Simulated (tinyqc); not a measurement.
Keating valence-force model of a tetrahedral crystal: one step, computed by the program tinyqc.

Atom A sits at 0 and atom B at a/4 (1,1,1) of an fcc lattice; the four bonds from A are t = a/4 (1,1,1), a/4 (1,-1,-1), a/4 (-1,1,-1), a/4 (-1,-1,1), of length d = sqrt(3) a/4. Energy: E = (3 alpha/(8 d^2)) sum over bonds (r.r - d^2)^2 + (3 beta/(8 d^2)) sum over pairs of bonds at one atom (r_i.r_j + d^2/3)^2, with beta_A for the six pairs at A and beta_B for the six at B. The cell holds two atoms, Omega = a^3/4. 1 N/m = 1 J/m^2. With constants fitted to the elastic moduli this model puts optical and zone-boundary frequencies of real crystals too high, by up to about 20 % in elemental crystals and up to about 50 % in compounds, and mostly by more for TA modes; in compounds the lattice part of the static dielectric constant then comes out too low.

Question. Dynamical matrix at q. With displacements u exp(i q.r), each bracket changes by g.u, where g = (g_A, g_B): bond t, g = (-2 t, 2 t exp(i q.t)); pair (i, j) at A, g = (-(t_i + t_j), t_i exp(i q.t_j) + t_j exp(i q.t_i)); pair at B, g = (-t_i exp(-i q.t_j) - t_j exp(-i q.t_i), t_i + t_j). Then D_mn = sum over the 4 bonds and 12 pairs of (4 k/a^2) conj(g_m) g_n / sqrt(M_m M_n), with k = alpha or beta converted to eV/angstrom^2. Only the short-range forces enter; the Coulomb field of the charges is left out.

Inputs (values chosen for the exercise, modelled on cadmium telluride):

| quantity | value | unit |
|---|---|---|
| mass M_A | 112.41 | u |
| mass M_B | 127.6 | u |
| bond stretching alpha | 29.7 | N/m |
| bond bending beta_A | 2.36 | N/m |
| bond bending beta_B | 1.91 | N/m |

Structure: zinc blende.

wave vector q (2 pi/a): 0.58  0.19  0.18

Constants: 1 eV/angstrom^2 = 16.02176634 J/m^2.

Give: D(q).

Answer.

D(q) (eV/(angstrom^2 u)):
```
                   A x                A y                A z                B x
A x            0.07295   0.00058+0.00061i   0.00055+0.00065i  -0.03733+0.00430i
A y   0.00058-0.00061i            0.07102   0.00032+0.00002i   0.01282-0.00939i
A z   0.00055-0.00065i   0.00032-0.00002i            0.07103   0.01211-0.00994i
B x  -0.03733-0.00430i   0.01282+0.00939i   0.01211+0.00994i            0.06473
B y   0.01282+0.00939i  -0.03733-0.00430i   0.00289+0.04167i   0.00063+0.00067i
B z   0.01211+0.00994i   0.00289+0.04167i  -0.03733-0.00430i   0.00060+0.00071i

                   B y                B z
A x   0.01282-0.00939i   0.01211-0.00994i
A y  -0.03733+0.00430i   0.00289-0.04167i
A z   0.00289-0.04167i  -0.03733+0.00430i
B x   0.00063-0.00067i   0.00060-0.00071i
B y            0.06263   0.00035-0.00002i
B z   0.00035+0.00002i            0.06264
```
